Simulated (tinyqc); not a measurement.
Empirical pseudopotential in a few plane waves, step by step. One step of it, computed by the program tinyqc.

Question. Bloch Hamiltonian at G. Basis: the 15 shortest G (labels in 2 pi/a), the same at every k. H(G,G') = c |k + G|^2 delta + VS(|G-G'|^2) cos((G-G').tau) + i VA sin((G-G').tau), tau = a/8 (1,1,1); 1 Ry = 13.605693 eV.

Parameters chosen for this model: fcc lattice, atoms at +/- a/8 (1,1,1); form factors in rydberg at |G|^2 in units of (2 pi/a)^2:

| parameter | value | unit |
|---|---|---|
| a | 5.860000 | angstrom |
| VS(3) | -0.208000 | Ry |
| VS(8) | 0.013000 | Ry |
| VS(11) | 0.089000 | Ry |
| VA(3) | 0 | Ry |
| VA(4) | 0 | Ry |
| VA(11) | 0 | Ry |
| hbar^2/2m (2 pi/a)^2 | 4.380134 | eV |

k point G (2 pi / a): 0  0  0

Give: H(k) at G.

Answer.

H(k) at G (eV), lower triangle:
```
         +0+0+0   -1-1-1   -1-1+1   -1+1-1   -1+1+1   +1-1-1   +1-1+1   +1+1-1
+0+0+0   0.0000
-1-1-1   2.0011  13.1404
-1-1+1  -2.0011   0.0000  13.1404
-1+1-1  -2.0011   0.0000   0.1769  13.1404
-1+1+1  -2.0011  -0.1769   0.0000   0.0000  13.1404
+1-1-1  -2.0011   0.0000   0.1769   0.1769   0.0000  13.1404
+1-1+1  -2.0011  -0.1769   0.0000   0.0000   0.1769   0.0000  13.1404
+1+1-1  -2.0011  -0.1769   0.0000   0.0000   0.1769   0.0000   0.1769  13.1404
+1+1+1   2.0011   0.0000  -0.1769  -0.1769   0.0000  -0.1769   0.0000   0.0000
-2+0+0   0.0000  -2.0011  -2.0011  -2.0011   2.0011   0.8562  -0.8562  -0.8562
+0-2+0   0.0000  -2.0011  -2.0011   0.8562  -0.8562  -2.0011   2.0011  -0.8562
+0+0-2   0.0000  -2.0011   0.8562  -2.0011  -0.8562  -2.0011  -0.8562   2.0011
+0+0+2   0.0000  -0.8562   2.0011  -0.8562  -2.0011  -0.8562  -2.0011   0.8562
+0+2+0   0.0000  -0.8562  -0.8562   2.0011  -2.0011  -0.8562   0.8562  -2.0011
+2+0+0   0.0000  -0.8562  -0.8562  -0.8562   0.8562   2.0011  -2.0011  -2.0011

         +1+1+1   -2+0+0   +0-2+0   +0+0-2   +0+0+2   +0+2+0   +2+0+0
+1+1+1  13.1404
-2+0+0  -0.8562  17.5205
+0-2+0  -0.8562   0.1769  17.5205
+0+0-2  -0.8562   0.1769   0.1769  17.5205
+0+0+2  -2.0011  -0.1769  -0.1769   0.0000  17.5205
+0+2+0  -2.0011  -0.1769   0.0000  -0.1769   0.1769  17.5205
+2+0+0  -2.0011   0.0000  -0.1769  -0.1769   0.1769   0.1769  17.5205
```
